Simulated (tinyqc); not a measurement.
Worked calculation: deformation-potential model of the L valleys of a conduction band. Values are carried at full precision from step to step, so a last printed digit may differ when a step is redone from the rounded ones.

s11 = (C11 + C12)/((C11 - C12)(C11 + 2 C12)), s12 = -C12/((C11 - C12)(C11 + 2 C12)), s44 = 1/C44; exx = s11 sxx + s12 (syy + szz) and cyclic, exy = s44 sxy/2; tension is positive. A uniaxial stress X along the unit vector n is s_ij = X n_i n_j.

Constants: kB = 8.617333262e-05 eV/K; hbar^2/2m0 = 3.80998211 eV angstrom^2.

Inputs chosen for the exercise (near those of Ge; shifted at random, so the results belong to these values and not to a real crystal): C11 = 129.1 GPa; C12 = 48.2 GPa; C44 = 67.2 GPa; load = uniaxial [100] (kind of stress); X = 0.74 GPa (stress); Xd = -6.66 eV (dilation potential); Xu = 15.91 eV (uniaxial potential); T = 350 K (temperature); ml = 1.553 m0 (longitudinal mass); mt = 0.084 m0 (transverse mass).

## Strain from a uniaxial [100] stress

Form the compliances and the strain.

s11, s12, s44 (1/TPa): 9.7188  -2.6421  14.8810

strain tensor:
```
          x          y          z
x  0.007192   0.000000   0.000000
y  0.000000  -0.001955   0.000000
z  0.000000   0.000000  -0.001955
```

## Valley shifts

Valleys with axes along [111], [1-1-1], [-11-1] and [-1-11], one whole valley each. Herring-Vogt shift of a valley with unit axis a: dE = Xd tr(e) + Xu a.e.a. Non-degenerate shares n_i = exp(-dE_i/kT)/sum_j exp(-dE_j/kT). Inverse mass tensor of a valley: (1 - a a)/mt + a a/ml; the masses are taken as independent of strain.

Apply the Herring-Vogt formula to each valley.

Xd tr(e) = -21.86 meV

a.e.a: [111] 0.001094, [1-1-1] 0.001094, [-11-1] 0.001094, [-1-11] 0.001094

shifts dE (meV): [111] -4.45, [1-1-1] -4.45, [-11-1] -4.45, [-1-11] -4.45

All valleys shift alike: this load keeps them equivalent by symmetry.

## Shares of the electrons

Boltzmann factors of the shifts.

kT = 30.161 meV

shares: [111] 0.2500, [1-1-1] 0.2500, [-11-1] 0.2500, [-1-11] 0.2500

effective number of valley axes, 1/(largest share) = 4.000

## Conductivity mass tensor

With one scattering time for all valleys the conductivity goes as M = sum_i n_i (inverse mass tensor of valley i); along the unit vector u, 1/m_c = u.M.u. Without stress 1/m_c = (1/ml + 2/mt)/3. Take u along [110].

M (1/m0):
```
       x      y      z
x  8.151  0.000  0.000
y  0.000  8.151  0.000
z  0.000  0.000  8.151
```

m_c along [110] = 0.1227 m0
m_c without stress = 0.1227 m0

The mobility along [110] does not change; with all electrons in the valleys lightest or heaviest along this direction it would change by +46 or -46 %.

## Effective density of states

Each of the 4 whole valleys has m_d = (ml mt^2)^(1/3) and N = 2 (m_d kT/(4 pi c))^(3/2), c = hbar^2/2m0. Counted from the lowest edge, Nc = N x sum_i exp(-(dE_i - dE_min)/kT). 1 angstrom^-3 = 1e24 cm^-3.

m_d = 0.2221 m0
N of one valley = 3.310e+18 cm^-3
Nc under stress = 1.324e+19 cm^-3
Nc without stress = 1.324e+19 cm^-3

## Piezoresistance from repopulation

For small stress d(rho)/rho = pi X. For valleys on the <111> axes pi11 = pi12 = 0 and pi44 = -Xu s44/(3 kT) x (K - 1)/(2K + 1), K = ml/mt. For stress along [110]: pi_l = (pi11 + pi12 + pi44)/2 with the current along it and pi_t = (pi11 + pi12 - pi44)/2 with the current along [1-10]. 1/GPa = 100 x 1e-11/Pa.

K = 18.488

pi11, pi12, pi44 (1e-11/Pa): 0.0  0.0  -120.5

pi_l, pi_t for [110] (1e-11/Pa): -60.2  60.2

Only the transfer between valleys is counted; changes of mass and of intervalley scattering add to it in a real crystal.

## Checks

- Conductivity mass at zero stress against 3/(1/ml + 2/mt): both 0.1226821.
- Piezoresistance coefficients by finite differences against the closed form: largest difference 2.5e-09.

Computed by tinyqc, a small Python program: `OMP_NUM_THREADS=1 python tinyqc.py 1050427 1050428 out.jsonl` (the numbers bound the seed that draws the inputs); one thread of a shared host (Intel(R) Xeon(R) Processor @ 2.30GHz), about 0.02 s for the whole set of steps.
